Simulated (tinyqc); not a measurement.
Virtual-crystal alloy A(1-x)B(x) in sp3s* tight binding: one step. Levels at L. Two cases, with inputs chosen for the exercise.

Problem. Diagonalise H; four bands are filled. The top of the valence band is the lower p root at Gamma.

Give: levels; gap from the valence top to L.

Case 1.

H (eV), rows sa, xa, ya, za, s*a, sc, xc, yc, zc, s*c and columns alike:
```
[[-8.196700, 0, 0, 0, 0, -2.261742+2.261742i, -1.612194+1.612194i, -1.612194+1.612194i, -1.612194+1.612194i, 0],
 [0, 1.018260, 0, 0, 0, 1.977808-1.977808i, 0.671323-0.671323i, -1.748489+1.748489i, -1.748489+1.748489i, 1.671427-1.671427i],
 [0, 0, 1.018260, 0, 0, 1.977808-1.977808i, -1.748489+1.748489i, 0.671323-0.671323i, -1.748489+1.748489i, 1.671427-1.671427i],
 [0, 0, 0, 1.018260, 0, 1.977808-1.977808i, -1.748489+1.748489i, -1.748489+1.748489i, 0.671323-0.671323i, 1.671427-1.671427i],
 [0, 0, 0, 0, 8.344120, 0, -1.726576+1.726576i, -1.726576+1.726576i, -1.726576+1.726576i, 0],
 [-2.261742-2.261742i, 1.977808+1.977808i, 1.977808+1.977808i, 1.977808+1.977808i, 0, -2.824720, 0, 0, 0, 0],
 [-1.612194-1.612194i, 0.671323+0.671323i, -1.748489-1.748489i, -1.748489-1.748489i, -1.726576-1.726576i, 0, 3.559600, 0, 0, 0],
 [-1.612194-1.612194i, -1.748489-1.748489i, 0.671323+0.671323i, -1.748489-1.748489i, -1.726576-1.726576i, 0, 0, 3.559600, 0, 0],
 [-1.612194-1.612194i, -1.748489-1.748489i, -1.748489-1.748489i, 0.671323+0.671323i, -1.726576-1.726576i, 0, 0, 0, 3.559600, 0],
 [0, 1.671427+1.671427i, 1.671427+1.671427i, 1.671427+1.671427i, 0, 0, 0, 0, 0, 6.627260]]
```

p roots (eV): [0.004198, 4.573662]

Solution.

levels (eV): [-10.7456, -6.8973, -1.3615, -1.3615, 1.5724, 3.6331, 5.9394, 5.9394, 9.1109, 11.8542]

gap from the valence top to L = 1.5682 eV

Case 2.

H (eV), rows sa, xa, ya, za, s*a, sc, xc, yc, zc, s*c and columns alike:
```
[[-7.959780, 0, 0, 0, 0, -2.277577+2.277577i, -1.634968+1.634968i, -1.634968+1.634968i, -1.634968+1.634968i, 0],
 [0, 0.966250, 0, 0, 0, 1.944409-1.944409i, 0.662529-0.662529i, -1.529058+1.529058i, -1.529058+1.529058i, 1.680318-1.680318i],
 [0, 0, 0.966250, 0, 0, 1.944409-1.944409i, -1.529058+1.529058i, 0.662529-0.662529i, -1.529058+1.529058i, 1.680318-1.680318i],
 [0, 0, 0, 0.966250, 0, 1.944409-1.944409i, -1.529058+1.529058i, -1.529058+1.529058i, 0.662529-0.662529i, 1.680318-1.680318i],
 [0, 0, 0, 0, 7.466250, 0, -1.509038+1.509038i, -1.509038+1.509038i, -1.509038+1.509038i, 0],
 [-2.277577-2.277577i, 1.944409+1.944409i, 1.944409+1.944409i, 1.944409+1.944409i, 0, -1.489020, 0, 0, 0, 0],
 [-1.634968-1.634968i, 0.662529+0.662529i, -1.529058-1.529058i, -1.529058-1.529058i, -1.509038-1.509038i, 0, 3.615510, 0, 0, 0],
 [-1.634968-1.634968i, -1.529058-1.529058i, 0.662529+0.662529i, -1.529058-1.529058i, -1.509038-1.509038i, 0, 0, 3.615510, 0, 0],
 [-1.634968-1.634968i, -1.529058-1.529058i, -1.529058-1.529058i, 0.662529+0.662529i, -1.509038-1.509038i, 0, 0, 0, 3.615510, 0],
 [0, 1.680318+1.680318i, 1.680318+1.680318i, 1.680318+1.680318i, 0, 0, 0, 0, 0, 6.739310]]
```

p roots (eV): [-0.003941, 4.585701]

Solution.

levels (eV): [-10.4034, -6.0839, -1.0797, -1.0797, 2.3760, 3.5722, 5.6615, 5.6615, 8.9661, 10.9115]

gap from the valence top to L = 2.3799 eV

Computed by tinyqc, one run a case: `OMP_NUM_THREADS=1 python tinyqc.py N N+1 out.jsonl` with N = 1481620, 1482064; one thread of a shared Intel(R) Xeon(R) Processor @ 2.30GHz, about 0.1 s a run at most.
